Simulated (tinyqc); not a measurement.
Deep-level transient spectroscopy: two steps of the calculation.

Schottky contact on an n-type layer with shallow donors Nd (all ionised) and a donor-like deep trap, neutral when filled and positive when empty; depletion approximation. Traps within lam of the depletion edge stay filled. A long pulse to Vp fills the traps beyond x1 = Wp - lam; back at Vr those between x1 and x2 = Wr - lam emit. A rate window reads S = C(t2) - C(t1).

Values chosen for this exercise; material values close to those of gallium arsenide: relative permittivity eps_r = 12.9; conduction-band density of states at 300 K Nc = 4.35e17 cm^-3; thermal velocity at 300 K vth = 4.4e7 cm/s; shallow donor density Nd = 2.2e16 cm^-3; built-in voltage Vbi = 0.96 V; depth of the trap below the conduction edge Et = 0.51 eV; capture cross-section sn = 1.9e-16 cm^2; trap density Nt = 1.8e14 cm^-3; reverse bias Vr = 7.8 V; reverse bias during the filling pulse Vp = 0 V; first sampling time t1 = 2 ms; second sampling time t2 = 8 ms; temperature of the transient T = 343 K.

Constants: q = 1.602176634e-19 C, kB = 1.380649e-23 J/K, eps0 = 8.8541878128e-14 F/cm where lengths are in cm. Results are converted to the units shown.

Problem 1. Emission rate and rate window. Emission rate en = sn vth(T) Nc(T) exp(-Et/kB T) = sn g T^2 exp(-Et/kB T), g = vth Nc/(300 K)^2, as vth goes as T^0.5 and Nc as T^1.5 (degeneracy factor 1). For an exponential transient S peaks where en = ew = ln(t2/t1)/(t2 - t1).

Find: g; en; 1/en; ew.

Solution 1.

g = 2.127e20 cm^-2 s^-1 K^-2
en = 152.6 1/s
1/en = 6.554 ms
ew = 231.0 1/s

Problem 2. Widths. lam = sqrt(2 eps0 eps_r (EF - ET)/(q Nd)), EF - ET = Et - (kB T/q) ln(Nc(T)/Nd), Nc(T) = Nc (T/300 K)^1.5. In the steady state at the band bending V, 2 eps0 eps_r V/q = Nd W^2 + Nt (W - lam)^2 (the second term only if W > lam). V = Vbi + Vr gives Wr and V = Vbi + Vp gives Wp; x1 = max(Wp - lam, 0).

Give: lam; Wr; Wp; x1; x2; G = (x2^2 - x1^2)/Wr^2.

Solution 2.

lam = 164.2 nm
Wr = 751.6 nm
Wp = 249.3 nm
x1 = 85.15 nm
x2 = 587.4 nm
G = (x2^2 - x1^2)/Wr^2 = 0.5980

Program tinyqc, `OMP_NUM_THREADS=1 python tinyqc.py 2050041 2050042 out.jsonl`; Intel Xeon 2.30GHz, shared host, one thread, about 0.01 s.
